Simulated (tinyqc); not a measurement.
From results back to parameters: carrier statistics of a doped semiconductor with parabolic bands. Four cases, with inputs chosen for the exercise.

Problem. ni^2 = C^2 (T/300 K)^3 exp(-Eg(T)/kB T) with Eg(T) = Eg0 - al T^2/(T + be). Two intrinsic densities were computed from hidden Eg0 and C = sqrt(Nc Nv) at 300 K.

Constants: kB = 8.617333262e-05 eV/K.

Case 1.

Values chosen (near those of InSb; the results hold for these values, not for the real material): al = 0.000323 eV/K (Varshni alpha); be = 166 K (Varshni beta); T1 = 260 K; T2 = 450 K.

ni(T1) = 6.93509e+15 1/cm^3
ni(T2) = 1.82801e+17 1/cm^3

Case 2.

Values chosen (near those of Si; the results hold for these values, not for the real material): al = 0.00046 eV/K (Varshni alpha); be = 648 K (Varshni beta); T1 = 260 K; T2 = 490 K.

ni(T1) = 1.42235e+08 1/cm^3
ni(T2) = 1.12488e+14 1/cm^3

Case 3.

Values chosen (near those of GaN; the results hold for these values, not for the real material): al = 0.0009 eV/K (Varshni alpha); be = 841 K (Varshni beta); T1 = 280 K; T2 = 460 K.

ni(T1) = 5.34985e-13 1/cm^3
ni(T2) = 5.35673 1/cm^3

Case 4.

Values chosen (near those of GaAs; the results hold for these values, not for the real material): al = 0.00055 eV/K (Varshni alpha); be = 205 K (Varshni beta); T1 = 300 K; T2 = 520 K.

ni(T1) = 1.78762e+06 1/cm^3
ni(T2) = 1.68102e+12 1/cm^3

Find: Eg0; C.

Solution. y(T) = 2 ln ni - 3 ln(T/300) - al T/((T + be) kB) equals 2 ln C - Eg0/(kB T), a straight line in 1/T; two points give slope and intercept.

Case 1.

Eg0 = 0.236 eV
C = 5.31e+17 1/cm^3

Case 2.

Eg0 = 1.169 eV
C = 1.75e+19 1/cm^3

Case 3.

Eg0 = 3.533 eV
C = 1.01e+19 1/cm^3

Case 4.

Eg0 = 1.532 eV
C = 1.98e+18 1/cm^3

Computed by tinyqc, one run a case: `OMP_NUM_THREADS=1 python tinyqc.py N N+1 out.jsonl` with N = 1652055, 1652059, 1652086, 1652126; one thread of a shared Intel(R) Xeon(R) Processor @ 2.30GHz, about 0.02 s a run at most.
